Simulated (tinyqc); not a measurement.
# A chain with two barriers and dephasing by Buettiker voltage probes: two studies

Sites 1 to 4 form a chain with hopping -t. Lead L joins site 1 and lead R site 4, both semi-infinite chains with hopping -t and site energy 0. Every site carries a probe with self-energy -i Gamma_p/2 that draws no net current. Linear response at zero temperature: mu_L = 1, mu_R = 0 in units of the bias.

Parameters, values chosen for the exercise: hopping (matrix element -t) t = 1 eV; site energies 1 to N U = [2.9, 0, 0, 2.4] eV; Fermi energy E = -0.31 eV; probe broadening Gamma_p gp = 0.085 eV.

Constants: q = 1.602176634e-19 C, h = 6.62607015e-34 J s. Results are converted to the units shown.

Each table varies one quantity; the others keep the values above.

## Coherent and dephased transmission against energy

Sigma = t^2 g(E), g(x) = (x - i sqrt(4 t^2 - x^2))/(2 t^2) for |x| < 2 t and (x - sign(x) sqrt(x^2 - 4 t^2))/(2 t^2) otherwise; Gamma = -2 Im Sigma; G = (E - H - Sigma_L - Sigma_R + i Gamma_p/2)^(-1). With Gamma the broadening by one lead, T_RL = Gamma^2 |G_(4,1)|^2, T_pL = Gamma Gamma_p |G_(p,1)|^2, T_pR = Gamma Gamma_p |G_(p,4)|^2, T_pq = Gamma_p^2 |G_(p,q)|^2 for p != q. No current into probe p: W mu = T_pL with W_pp = T_pL + T_pR + sum_q T_pq and W_pq = -T_pq. Then T_eff = T_RL + sum_p T_pR mu_p, and the resistance is (h/2q^2)/T_eff. Without probes means Gamma_p = 0.

Coherent and dephased transmission against energy:
```
E (eV)  T without probes     T_eff
-1.8            0.002704  0.008400
-1.5             0.05054   0.08930
-1.2              0.4132    0.3959
-0.9             0.06929   0.08846
-0.6             0.04632   0.05464
-0.3             0.04957   0.05561
0                0.07591   0.08567
0.3               0.1929    0.2133
0.6               0.9581    0.7306
0.9               0.1732    0.2049
1.2              0.03823   0.05369
1.5              0.01265   0.01931
1.8             0.003625  0.006450
```

What does the comparison show?

Without probes T lies between 0.00270 and 0.958 in these rows, with them between 0.00645 and 0.731. The probes lower it in 2 rows and raise it in 11; the largest relative gain is at E = -1.8 eV, where the coherent value is 0.00270.

## Effect of the dephasing strength

Same model as above.

Effect of the dephasing strength:
```
gp (eV)      T_RL  through probes    T_eff  resistance (kohm)
0.011     0.04892        6.607e-4  0.04958              260.3
0.021     0.04868        0.001415  0.05009              257.7
0.039     0.04823        0.003044  0.05128              251.7
0.075     0.04730        0.006975  0.05428              237.8
0.14      0.04550         0.01521  0.06071              212.6
0.27      0.04150         0.03294  0.07444              173.4
0.51      0.03354         0.06380  0.09734              132.6
0.98      0.01963          0.1057   0.1254              103.0
1.9      0.005726          0.1271   0.1328              97.17
3.5      7.393e-4          0.1038   0.1045              123.5
```

Without probes the transmission is 0.0492. T_eff goes from 0.0496 through a maximum of 0.133 (at gp = 1.9 eV among the rows listed) to 0.105; the direct part falls from 0.0489 to 7.39e-4 and the part through probes goes from 6.61e-4 through a maximum of 0.127 (at gp = 1.9 eV among the rows listed) to 0.104. Weak dephasing raises T_eff here: the incoherent path through the probes gains more than the direct part loses.

Numbers from tinyqc (`OMP_NUM_THREADS=1 python tinyqc.py 2700117 2700118 out.jsonl`; about 0.01 s on one thread of a shared Intel Xeon 2.30GHz).
